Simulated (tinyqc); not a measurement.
# Resistance of a tapered via with liner, size effect and interface: several studies

A round via whose diameter grows from db at the bottom as D(z) = db + 2 z/tan(ang). The fill, of diameter D - 2 tl, starts above the bottom liner (thickness fb tl) and has rho = rho0 (1 + ks lam/(D - 2 tl)); the sidewall liner conducts in parallel with it. The bottom liner and the interface are crossed over the full area pi db^2/4. Spreading in the lines above and below is left out.

Parameters, values chosen for the exercise; fill metal close to tungsten:
```
symbol,value,unit,meaning
db,9.4,nm,diameter at the bottom
hv,19,nm,height
ang,89,degrees,sidewall angle
rho0,5.24,uohm cm,bulk resistivity of the fill
lam,15,nm,mean free path of the fill
ks,1.4,,size-effect factor
tl,1.9,nm,liner on the sidewall
fb,0.5,,liner at the bottom over that on the sidewall
rl,170,uohm cm,resistivity of the liner
ri,2e-12,ohm cm^2,interface resistivity at the bottom
Sb,9.1e14,S/m^2,"ballistic conductance per area, about 3/(4 rho0 lam)"
rho2,7.89,uohm cm,bulk resistivity of the second fill (close to ruthenium)
lam2,6.76,nm,its mean free path
tl2,0.4,nm,its liner
```

Each table varies one quantity; the others keep the values above.

## Via resistance against the diameter at the bottom

Slices between z0 = fb tl and hv, evaluated at their midpoints: conductance per length pi/4 [(D - 2 tl)^2/rho + (D^2 - (D - 2 tl)^2)/rl], slice resistance = slice height over that. 2000 slices. R_fill = sum of the slices; R_bottom = rl fb tl/(pi db^2/4); R_interface = ri/(pi db^2/4); ballistic (Sharvin) limit 1/(Sb pi (db - 2 tl)^2/4); ideal cylinder rho0 hv/(pi db^2/4).

Results:
```
db (nm)	R_fill (ohm)	R_bottom (ohm)	R_interface (ohm)	R (ohm)	ballistic limit (ohm)	R over ideal cylinder	largest part
6	694.4	57.12	7.074	758.6	289.1	21.54	fill
8.3	202.0	29.85	3.696	235.5	69.09	12.80	fill
11	69.87	16.99	2.105	88.97	26.99	8.492	fill
16	19.35	8.032	0.9947	28.38	9.400	5.732	fill
22	7.251	4.249	0.5261	12.03	4.224	4.592	fill
42	1.240	1.166	0.1444	2.550	0.9588	3.548	fill
58	0.5571	0.6113	0.07570	1.244	0.4763	3.302	bottom liner
80	0.2609	0.3213	0.03979	0.6219	0.2410	3.140	bottom liner
```

Estimate the missing row, db = 30 nm.

Computed row:
```
db (nm)	R_fill (ohm)	R_bottom (ohm)	R_interface (ohm)	R (ohm)	ballistic limit (ohm)	R over ideal cylinder	largest part
30	3.010	2.285	0.2829	5.578	2.038	3.960	fill
```

With this row back in the table: R falls from 759 to 0.622 ohm. The fill is the largest part at db = 6, the bottom liner from 58 on. R goes as db^(-3.60) between the first two rows and db^(-2.16) between the last two; area alone gives -2. For db = 22, 30, 42, 58, 80 the ballistic limit exceeds half of R_fill, so the diffusive model understates R.

## Via resistance against the sidewall angle

Same model as above.

2000 slices.

The same in every row: R_bottom (ohm) = 23.272; R_interface (ohm) = 2.8819; ballistic limit (ohm) = 44.616.

Result of one run:
```
ang (degrees)	R_fill (ohm)	R (ohm)	R over ideal cylinder	largest part
89	125.26	151.41	10.554	fill
```

What becomes of these results when the sidewall angle ang is changed from 89 to 86 degrees, all else the same?

Result of the changed run:
```
ang (degrees)	R_fill (ohm)	R (ohm)	R over ideal cylinder	largest part
86	88.018	114.17	7.9583	fill
```

The whole series:
```
ang (degrees)	R_fill (ohm)	R (ohm)	R over ideal cylinder	largest part
90	144.07	170.22	11.865	fill
89	125.26	151.41	10.554	fill
88	110.26	136.41	9.5087	fill
87	98.076	124.23	8.6594	fill
86	88.018	114.17	7.9583	fill
84	72.457	98.611	6.8736	fill
82	61.038	87.192	6.0777	fill
```

R falls from 170 to 87.2 ohm. The fill is the largest part at ang = 90 and in all other rows. The share of the two bottom terms goes from 15.4 to 30.0 %. For ang = 86, 84, 82 the ballistic limit exceeds half of R_fill, so the diffusive model understates R.

## Two fill metals against the diameter

2000 slices. R_fill = sum of the slices; R_bottom = rl fb tl/(pi db^2/4); R_interface = ri/(pi db^2/4). The second fill has rho2, lam2 and tl2 in place of rho0, lam and tl.

Two fill metals against the diameter:
```
db (nm)	R, first fill (ohm)	R, second fill (ohm)	ratio second/first
6	758.6	180.8	0.2383
8.5	216.2	72.06	0.3333
12	67.20	30.33	0.4514
17	23.94	13.17	0.5501
24	9.639	5.954	0.6177
35	3.876	2.573	0.6639
49	1.804	1.243	0.6889
70	0.8277	0.5836	0.7051
100	0.3879	0.2773	0.7150
```

What does the comparison show?

The ratio goes from 0.238 to 0.715. The second fill gives the lower R in every row.

tinyqc, about 0.01 s, one thread, Intel Xeon 2.30GHz (shared host): `OMP_NUM_THREADS=1 python tinyqc.py 2750043 2750044 out.jsonl`
